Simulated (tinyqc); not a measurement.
MOSFET in saturation, small-signal circuit and noise: two steps of the calculation.

Bias by the inversion coefficient IC = I/Ispec (charge-based model with velocity saturation; weak inversion below 0.1, strong above 10). Common-source circuit: gm, gds, Cgs, Cgd and Cj at the inner nodes, Rg in series with the gate; quasi-static, no source or drain resistance, no gate-body capacitance, no substrate network, no induced gate noise, so fmax is an upper estimate.

Values chosen for this exercise: temperature T = 300 K; gate length L = 130 nm; total gate width W = 20 um; gate capacitance Cox = 0.92 uF/cm^2; mobility mu = 330 cm^2/(V s); slope factor n = 1.32; velocity-saturation length Ls = 15 nm; ratio gds/gm sg = 0.035; overlap and fringe capacitance per side Cov = 0.2 fF/um; drain junction capacitance Cj = 0.68 fF/um; sheet resistance of the gate Rsh = 5 ohm; finger width Wf = 4 um; gate contact and vertical resistance Rc = 50 ohm um; inversion coefficient IC = 1.8.

Constants: q = 1.602176634e-19 C, kB = 1.380649e-23 J/K, Vt = kB T/q. Results are converted to the units shown.

Problem 1. Current, transconductance and gain. Ispec = 2 n mu Cox (W/L) Vt^2, lc = Ls/L, gms = [sqrt((lc IC + 1)^2 + 4 IC) - 1]/[2 + lc (lc IC + 1)], gm = gms Ispec/(n Vt), gds = sg gm.

Give: Ispec; I; gms; gm; gds; gm/I.

Solution 1.

Ispec = 82.410 uA
I = 148.34 uA
gms = 0.90800
gm = 2.1928 mS
gds = 0.076748 mS
gm/I = 14.782 1/V

Problem 2. Capacitances, gate resistance and cut-off frequencies. qs = [sqrt(1 + 4 IC) - 1]/2, Cgs = Cox W L qs (2 qs + 3)/(3 (qs + 1)^2) + Cov W, Cgd = Cov W, Cd = Cj W, Rg = Rsh (Wf/L)/(12 Nf) + Rc/W with Nf = W/Wf fingers (not rounded) contacted at both ends. fT = gm/(2 pi (Cgs + Cgd)), fmax = fT/(2 sqrt(Rg (gds + 2 pi fT Cgd))).

gm = 2.1928053 mS
gds = 0.076748184 mS

Wanted: Cgs; Cgd; Cd; Rg; fT; fmax.

Solution 2.

Cgs = 13.683 fF
Cgd = 4.0000 fF
Cd = 13.600 fF
Rg = 5.0641 ohm
fT = 19.737 GHz
fmax = 183.23 GHz

Overlap and fringe make up 45.2 % of the gate capacitance; fmax is 9.28 times fT.

tinyqc, about 0.01 s, one thread, Intel Xeon 2.30GHz (shared host): `OMP_NUM_THREADS=1 python tinyqc.py 2150148 2150149 out.jsonl`
